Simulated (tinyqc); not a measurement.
## Thermal resistances of a two-die stack

Problem. Heat leaves through the lower die only, and the system is linear. Find the resistance R1 from the lower die to the coolant, R2 between the dies, and the rise of the upper die when both are powered.

Parameters, values chosen for the exercise:
- P1 = 13 W (power of the lower die)
- P2 = 6.4 W (power of the upper die)

rises of the lower and upper die with only the lower one powered (K): 9.49  9.49
rises of the lower and upper die with only the upper one powered (K): 4.672  6.4

Solution. With only the lower die powered no heat crosses R2, so both dies rise by P1 R1; the difference in the second test is P2 R2; rises add.

R1 = 0.730 K/W
R2 = 0.270 K/W
rise of the upper die = 15.9 K

Numbers from tinyqc (`OMP_NUM_THREADS=1 python tinyqc.py 2162076 2162077 out.jsonl`; about 0.05 s on one thread of a shared Intel Xeon 2.30GHz).
